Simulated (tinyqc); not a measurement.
# Transfer-length model of a contact, step by step

Program tinyqc, `OMP_NUM_THREADS=1 python tinyqc.py 2760024 2760025 out.jsonl`; Intel Xeon 2.30GHz, shared host, one thread, about 0.01 s. Printed values are rounded.

A metal contact of length d and width W on a thin layer of the same width. The metal has no resistance, the sheet resistance under it equals Rsh, and current enters the layer at the front edge x = 0.

Parameters, values chosen for the exercise:
```
symbol  value  unit         meaning
d        0.14    um  contact length
W        0.51    um   contact width
```

## Straight-line fit

L, gap 1 to 6 (um): [0.25, 0.29, 0.34, 0.4, 0.47, 0.56]
R_T, gap 1 to 6 (ohm): [660.52, 724.63, 819.5, 913.88, 1021.8, 1180.6]

Pairs of such contacts at gaps L have R_T = Rsh L/W + 2 Rc. The values of R_T were made from Rsh and rc with a random scatter of 1 % and are treated as data. Least squares: slope = sum (L - mean L)(R_T - mean R_T)/sum (L - mean L)^2, intercept = mean R_T - slope mean L. Rsh = slope W, Rc = intercept/2, and A = Rc/slope is half the distance from the origin to the zero of the line.

slope = 1667.092 ohm/um
intercept = 244.9912 ohm
Rsh = 850.2169 ohm/sq
Rc = 122.4956 ohm
A = 0.07347861 um

## Iteration 1: transfer length

Lt at the start = 0.07347861 um

A = Lt coth(d/Lt) is solved for Lt, starting from Lt = A. Lt(new) = A tanh(d/Lt).

Lt after iteration 1 = 0.07029628 um

## Iteration 2: transfer length

As before.

Lt after iteration 2 = 0.07079129 um

## Course of the iteration

Stop when Lt changes by less than 1e-9 of itself, or after 40 iterations.

Course of the iteration:
```
iteration     Lt (um)  relative change
1          0.07029628           0.0433
2          0.07079129          7.04e-3
3          0.07071682          1.05e-3
4          0.07072808          1.59e-4
5          0.07072638          2.41e-5
6          0.07072664          3.64e-6
7          0.07072660          5.50e-7
8          0.07072661          8.31e-8
9          0.07072660          1.26e-8
10         0.07072660          1.90e-9
11         0.07072660         2.87e-10
```

Converged in 11 iterations. The plain step multiplies the error by -2x/sinh(2x) = -0.15, x = d/Lt.

## Contact resistivity

converged Lt = 0.07072660 um

rc = Rsh Lt^2. Short cuts: Rsh A^2 (long contact, Lt = A) and Rc W d (short contact, even current).

rc = 4.253000e-8 ohm cm^2
Rsh A^2 = 4.590412e-8 ohm cm^2
Rc W d = 8.746187e-8 ohm cm^2

The extracted rc is 7.5 % below the value 4.6e-8 ohm cm^2 that made the data. The long-contact form is 7.9 % above the extracted value and the short-contact form 2.06 times it; both can only overstate it.
